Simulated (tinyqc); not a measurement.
What moves the results: spherical quantum dot. A value that a table varies takes the place of the one given here.

A sphere of radius R, isotropic masses, c = hbar^2/2m0, k = sqrt(mw E/c), kappa = sqrt(mb (V0 - E)/c). State n l is the spherical Bessel function j_l(k r) inside and k_l(kappa r) outside; psi and psi'/m are continuous: (k/mw) j_l'(kR)/j_l(kR) = (kappa/mb) k_l'(kappa R)/k_l(kappa R). For l = 0 this reads kR cot(kR) = 1 - (mw/mb)(1 + kappa R).

With hard walls E = c (x/R)^2/mw, x a zero of j_l: 1s 3.141593; 2s 6.283185; 1p 4.493409; 2p 7.725252; 1d 5.763459; 2d 9.095011; 1f 6.987932; 2f 10.417119.

Constants: hbar^2/2m0 = 3.80998211 eV angstrom^2.

Values chosen for the exercise (near those of a Si dot in SiO2, with the mean mass 3/(2/mt + 1/ml) for all six valleys; the results hold for these values, not for the real material): V0 = 3.014 eV (barrier height); mw = 0.26 m0 (mass inside); mb = 0.481 m0 (mass outside); Rs = (10, 12, 14, 18, 24, 31, 42) angstrom (radii); R = 14 angstrom (radius).

## Radius

The two lowest states against R; a dash marks an unbound state.

Levels (eV):

| R (angstrom) | 1s | 1p | 1s, hard walls | flat well of width 2R |
|---|---|---|---|---|
| 10 | 0.8173 | 1.6711 | 1.4463 | 0.2147 |
| 12 | 0.6207 | 1.2719 | 1.0044 | 0.1611 |
| 14 | 0.4869 | 0.9979 | 0.7379 | 0.1253 |
| 18 | 0.3221 | 0.6597 | 0.4464 | 0.0821 |
| 24 | 0.1962 | 0.4017 | 0.2511 | 0.0496 |
| 31 | 0.1242 | 0.2543 | 0.1505 | 0.0313 |
| 42 | 0.0711 | 0.1455 | 0.0820 | 0.0179 |

The lowest state is bound at every radius listed. 1p is bound at every radius listed. At the largest radius the level is 0.87 of the hard-wall value and 3.98 times that of the flat well (the hard-wall ratio is 4.00); the exponent d ln E/d ln R between the last two radii is -1.84. Levels above about 0.3 eV lie beyond the range of a parabolic mass.

## Shape and dimension

Lowest level with hard walls: film c (pi/2R)^2/mw, cylinder c (2.404826/R)^2/mw, sphere c (pi/R)^2/mw, square or cube of side a: 2 or 3 times c (pi/a)^2/mw; c = hbar^2/2m0. Finite barriers V0 with outer mass mb and psi, psi'/m continuous for film, cylinder and sphere (not separable for the square and the cube: dash).

Lowest level (eV):

| shape | hard walls | finite barrier |
|---|---|---|
| film, width 2R | 0.1845 | 0.1253 |
| cylinder, radius R | 0.4324 | 0.2896 |
| square wire of equal area | 0.4698 | - |
| sphere, radius R | 0.7379 | 0.4869 |
| cube of equal volume | 0.8519 | - |

With hard walls the levels of film, cylinder and sphere stand as 1 : 2.34 : 4.00; with the finite barrier as 1 : 2.31 : 3.89. The square lies 8.6 % above the circle of equal area and the cube 15.5 % above the sphere of equal volume: round shapes give the lowest level for a given size.

## What each parameter does

The lowest level 1s and its distance to V0. Each row changes one parameter from the base and keeps the others.

Results:

| case | E (eV) | V0 - E (eV) | k R |
|---|---|---|---|
| base | 0.4869 | 2.5271 | 2.5520 |
| R = 16 angstrom | 0.3919 | 2.6221 | 2.6165 |
| V0 = 3.617 eV | 0.5041 | 3.1129 | 2.5967 |
| mw = 0.234 m0 | 0.5174 | 2.4966 | 2.4956 |
| mb = 0.3848 m0 | 0.5091 | 2.5049 | 2.6096 |

The largest shifts from the base row, up to three for each result and ties (the steps differ in size, so this ranks the rows, not the parameters). E (eV): R -0.0950, mw +0.0304, mb +0.0222. V0 - E (eV): V0 +0.5858, R +0.0950, mw -0.0304. k R: R +0.0645, mb +0.0576, mw -0.0564.

(tinyqc, `OMP_NUM_THREADS=1 python tinyqc.py 1251382 1251383 out.jsonl`, Intel(R) Xeon(R) Processor @ 2.30GHz, 1 thread, shared host, about 0.05 s.)
